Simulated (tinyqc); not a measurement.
Neutral against charged centre: trap in a gate oxide as a short-range spherical well.

Lucovsky model (delta well, plane-wave final states, no local-field factor): sigma = (32 pi alpha c/(3 n_r m Et)) (x - 1)^(3/2)/x^3, x = h nu/Et, c = hbar^2/2m0; 1 angstrom^2 = 1e-16 cm^2.

Constants: hbar^2/2m0 = 3.80998211 eV angstrom^2; fine-structure constant alpha = 0.007297352564.

Values chosen for the exercise (out of a larger set: near those of SiO2 on Si; not measured data):
- m = 0.452 m0 (mass)
- n_r = 1.47 (refractive index)
- xs = (1.07, 1.19, 1.44, 1.84, 2.35, 2.63, 4.6, 8.23) (photon energies h nu/Et)

Et = 2.40178 eV

Lucovsky cross-section, its shape relative to the peak, and the shape of a hydrogen-like centre relative to threshold: x^-4 exp(4 - 4 atan(e)/e)/(1 - exp(-2 pi/e)), e = sqrt(x - 1).

Results:
```
x     h nu (eV)  sigma (1e-18 cm^2)  relative to peak  hydrogen-like
1.07      2.570               0.883             0.121          0.834
1.19      2.858                2.87             0.393          0.626
1.44      3.459                5.71             0.782          0.371
1.84      4.419                7.22             0.989          0.187
2.35      5.644                7.06             0.967          0.093
2.63      6.317                6.68             0.915          0.067
4.60     11.048                4.10             0.561          0.013
8.23     19.767                2.04             0.279          0.002
```

What does the comparison show?

The short-range centre starts from zero, reaches half its peak at x = 1.24 and peaks at x = 2; in the last row it still has 28 % of the peak. The Coulomb centre is largest at threshold and is down to 0.2 % there. Reading the peak as the threshold would misplace the level by a factor 2, here 2.40 eV. Rows above the gap, about 9 eV, are hidden by band-to-band absorption.

Program tinyqc; command `OMP_NUM_THREADS=1 python tinyqc.py 1281306 1281307 out.jsonl`; about 0.01 s on one thread of a shared Intel(R) Xeon(R) Processor @ 2.30GHz.
